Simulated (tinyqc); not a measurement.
# X-ray photoelectron analysis of a thin oxide on a semiconductor: attenuation lengths, thickness, angle series and band offsets, step by step

A worked calculation. Computed by tinyqc, a small Python program that keeps every step. Command: `OMP_NUM_THREADS=1 python tinyqc.py 3110269 3110270 out.jsonl xps walk`. One thread of a shared host (Intel(R) Xeon(R) Processor @ 2.30GHz), about 0.01 s of CPU time with the checks. Intermediate numbers are printed to about 6 digits and carried at full precision; extremes and crossings named in words are read from the listed rows.

The same element is seen in the oxide and in the substrate, at nearly the same kinetic energy; films are flat and uniform, and the work function is ignored.

Inputs (values chosen for the exercise, modelled on SiO2 on 4H-SiC):
```
quantity,value,unit
photon energy,1486.6,eV
binding energy of the core level,100.5,eV
oxide density,2.14,g/cm^3
oxide formula mass,60.08,g/mol
valence electrons per oxide formula,16,-
oxide gap,9.01,eV
substrate density,3.21,g/cm^3
substrate formula mass,40.1,g/mol
valence electrons per substrate formula,8,-
substrate gap,3.26,eV
oxide thickness d,3.1,nm
emission angle from the normal,30,degrees
attenuation length over inelastic mean free path,0.91,-
carbon overlayer,0.84,nm
counts in the two peaks together,300000,-
valence band offset used to make the data,2.85,eV
"core level less valence band top, substrate",98.97,eV
"core level less valence band top, thick oxide",98.31,eV
field in the oxide,0.82,MV/cm
```

## Inelastic mean free paths

TPP-2M: lambda = E/(E_p^2 [b ln(c E) - C/E + D/E^2]) in angstrom, E_p = 28.8 sqrt(N_v rho/M), b = -0.10 + 0.944/sqrt(E_p^2 + E_g^2) + 0.069 rho^0.1, c = 0.191/sqrt(rho), U = N_v rho/M, C = 1.97 - 0.91 U, D = 53.4 - 20.8 U, with E = photon energy less binding energy in eV. Attenuation length L = factor x lambda.

kinetic energy E = 1386.1 eV

Terms:
```
layer,E_p (eV),b,c,lambda (nm)
oxide,21.7417,0.0145653,0.130565,3.92591
substrate,23.0472,0.0180911,0.106606,2.91903
```

L in the oxide = 3.57258 nm

L in the substrate = 2.65632 nm

## Peak ratio

R_0 = (rho_o/M_o) L_o/((rho_s/M_s) L_s); peak ratio R = I_ox/I_sub = R_0 [exp(d/(L_o cos theta)) - 1]; hence d = L_o cos theta ln(1 + R/R_0). A carbon layer weakens both peaks alike, by exp(-d_C/(L_o cos theta)) if its L is taken equal to L_o. This R_0 leaves out intrinsic losses from the substrate peak, so calibrated values can be larger.

R_0 = 0.598445

d/(L_o cos theta) = 1.00196

ratio R = 1.03149

oxide share of the counts = 0.507749

attenuation by carbon = 0.762237

depth 3 L_o cos theta = 9.28183 nm

## Error budget of the thickness

With x = d/(L_o cos theta): d ln d/d ln R = (1 - exp(-x))/x = -d ln d/d ln R_0; counting error of R = 1/sqrt(N f (1 - f)), f the oxide share, which times the sensitivity gives that of d; an angle error adds tan(theta) d theta; d is proportional to L_o at fixed R_0. Assumed errors: 5 % in R_0, 1 degree, 5 % in L_o.

sensitivity to R = 0.631604

counting error of d = 0.230657 %

R_0 = 3.15802 %

angle = 1.00767 %

L_o = 5 %

The attenuation length is the largest of these terms.

## Angle series: uniform film or islands?

Islands: half of the surface carries 2 d and half none, R = R_0 (1/2)(1 - t)/(1/2 + t/2) with t = exp(-2 d/(L_o cos theta)); the apparent thickness is read with the uniform formula.

Against the angle:
```
theta (degrees),"R, uniform","R, islands","apparent d, islands (nm)"
0,0.8267,0.419040,1.89616
20,0.9084,0.435373,1.83527
35,1.1277,0.470014,1.69630
45,1.4431,0.503740,1.54279
55,2.1182,0.543053,1.32326
65,4.0651,0.579056,1.02188
75,16.5036,0.596982,0.63979
```

A uniform film gives d = 3.1 nm at every angle. The island film of the same volume reads 1.90 nm at normal emission and 0.640 nm at 75 degrees; its ratio cannot pass R_0, since the bare half always shows the substrate.

## Band offsets by core levels

Valence band offset = (E_core - E_v)(substrate) - (E_core - E_v)(oxide) + (core level separation at the interface, oxide less substrate). The separation is made here from the given offset; a uniform field F that raises the binding energy towards the surface shifts the oxide peak by e F <z>, <z> = d/(1 - exp(-x)) - d/x, x = d/(L_o cos theta), being the mean distance from the interface. Conduction band offset = oxide gap - substrate gap - valence band offset.

separation without field = 2.19 eV

<z> = 1.80461 nm

separation with field = 2.33798 eV

apparent valence band offset = 2.99798 eV

true conduction band offset = 2.9 eV

apparent conduction band offset = 2.75202 eV

The field biases both offsets by 0.15 eV, in opposite directions.

Checks made by the program: thickness recovered (relative difference below 1e-10).
